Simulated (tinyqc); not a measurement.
Doping from resistivity.

Inverse problem. A uniform, uncompensated and fully ionised sample has rho = 1/(q N mu), mu = m1 + (m2 (T/300 K)^(-bt) - m1)/(1 + (N/Nr)^am). Find N, mu and the diffusion coefficient mu Vt.

Values chosen for this exercise:
```
symbol,value,unit,meaning
T,300,K,temperature
m1,52.3,cm^2/(V s),mobility limit at high doping
m2,1440,cm^2/(V s),"mobility limit at low doping, at 300 K"
Nr,9.72e16,cm^-3,reference doping of the mobility law
am,0.697,,exponent of the mobility law
bt,2.4,,temperature exponent of m2
```

Constants: q = 1.602176634e-19 C, kB = 1.380649e-23 J/K, Vt = kB T/q. Results are converted to the units shown.

resistivity = 0.0096472458 ohm cm

Answer. With am below 1 the product N mu rises steadily with N, so one doping matches; it is found by iterating N = 1/(q rho mu(N)).

N = 4.600e18 cm^-3
mu = 140.6 cm^2/(V s)
diffusion coefficient = 3.636 cm^2/s

tinyqc, about 0.01 s, one thread, Intel Xeon 2.30GHz (shared host): `OMP_NUM_THREADS=1 python tinyqc.py 2110110 2110111 out.jsonl`
